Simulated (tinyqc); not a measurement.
Worked calculation: CIS and TDHF on RHF in the sto-3g basis, for BeH+, spin multiplicity 1. One step of it, computed by the program tinyqc.

Question. TDHF (RPA) triplet states. B(ia,jb) = - (ib|ja); the squared energies are the eigenvalues of (A - B)(A + B); 1 hartree = 27.211386 eV.

CIS matrix A, triplet (hartree):
```
           1>3       1>4       1>5        1>6       2>3       2>4       2>5       2>6
1>3   4.203455  0.000000  0.000000  -0.053299  0.012988  0.000000  0.000000  0.003684
1>4   0.000000  4.306915  0.000000   0.000000  0.000000  0.006076  0.000000  0.000000
1>5   0.000000  0.000000  4.306915   0.000000  0.000000  0.000000  0.006076  0.000000
1>6  -0.053299  0.000000  0.000000   4.802084  0.003684  0.000000  0.000000  0.000631
2>3   0.012988  0.000000  0.000000   0.003684  0.139631  0.000000  0.000000  0.056021
2>4   0.000000  0.006076  0.000000   0.000000  0.000000  0.216128  0.000000  0.000000
2>5   0.000000  0.000000  0.006076   0.000000  0.000000  0.000000  0.216128  0.000000
2>6   0.003684  0.000000  0.000000   0.000631  0.056021  0.000000  0.000000  0.499473
```

Two-electron integrals over orbitals (pq|rs), unique and non-zero (hartree):
```
(11|11) 2.275482    (21|11) -0.165952   (21|21) 0.020754    (22|11) 0.478534
(22|21) 0.001845    (22|22) 0.519547    (31|11) -0.173675   (31|21) 0.016312
(31|22) -0.017577   (31|31) 0.027603    (32|11) 0.043399    (32|21) -0.005602
(32|22) -0.067282   (32|31) 0.002385    (32|32) 0.037525    (33|11) 0.551136
(33|21) -0.012988   (33|22) 0.320244    (33|31) 0.004108    (33|32) 0.029904
(33|33) 0.463444    (41|41) 0.015596    (42|41) 0.013386    (42|42) 0.043137
(43|41) 0.014026    (43|42) 0.031326    (43|43) 0.051659    (44|11) 0.569236
(44|21) -0.006076   (44|22) 0.365307    (44|31) -0.006102   (44|32) 0.021300
(44|33) 0.397480    (44|44) 0.449859    (51|51) 0.015596    (52|51) 0.013386
(52|52) 0.043137    (53|51) 0.014026    (53|52) 0.031326    (53|53) 0.051659
(54|54) 0.024249    (55|11) 0.569236    (55|21) -0.006076   (55|22) 0.365307
(55|31) -0.006102   (55|32) 0.021300    (55|33) 0.397480    (55|44) 0.401360
(55|55) 0.449859    (61|11) 0.097742    (61|21) -0.016007   (61|22) -0.010746
(61|31) -0.003445   (61|32) 0.006903    (61|33) 0.017124    (61|44) 0.002065
(61|55) 0.002065    (61|61) 0.018167    (62|11) -0.123332   (62|21) 0.002818
(62|22) 0.053557    (62|31) 0.006670    (62|32) -0.047286   (62|33) -0.026038
(62|44) -0.057462   (62|55) -0.057462   (62|61) 0.001969    (62|62) 0.121665
(63|11) 0.053299    (63|21) -0.003684   (63|22) -0.056021   (63|31) 0.005607
(63|32) 0.031997    (63|33) 0.056966    (63|44) 0.019636    (63|55) 0.019636
(63|61) 0.007088    (63|62) -0.048663   (63|63) 0.049840    (64|41) -0.008996
(64|42) -0.029426   (64|43) -0.013725   (64|64) 0.025917    (65|51) -0.008996
(65|52) -0.029426   (65|53) -0.013725   (65|65) 0.025917    (66|11) 0.509435
(66|21) -0.000631   (66|22) 0.517330    (66|31) -0.015235   (66|32) -0.066594
(66|33) 0.349150    (66|44) 0.369557    (66|55) 0.369557    (66|61) -0.006923
(66|62) 0.083621    (66|63) -0.056442   (66|66) 0.555562
```

Give: TDHF matrix B, triplet; squared energies w^2; TDHF energies from the positive w^2.

Answer.

TDHF matrix B, triplet (hartree):
```
        1>3     1>4     1>5     1>6     2>3     2>4     2>5     2>6
1>3  -0.028   0.000   0.000   0.003  -0.002   0.000   0.000  -0.007
1>4   0.000  -0.016   0.000   0.000   0.000  -0.013   0.000   0.000
1>5   0.000   0.000  -0.016   0.000   0.000   0.000  -0.013   0.000
1>6   0.003   0.000   0.000  -0.018  -0.007   0.000   0.000  -0.002
2>3  -0.002   0.000   0.000  -0.007  -0.038   0.000   0.000   0.047
2>4   0.000  -0.013   0.000   0.000   0.000  -0.043   0.000   0.000
2>5   0.000   0.000  -0.013   0.000   0.000   0.000  -0.043   0.000
2>6  -0.007   0.000   0.000  -0.002   0.047   0.000   0.000  -0.122
```

squared energies w^2 (hartree^2): 0.013  0.045  0.045  0.242  17.629  18.549  18.549  23.105

TDHF energies from the positive w^2 (eV): 3.064  5.762  5.762  13.382  114.252  117.196  117.196  130.798
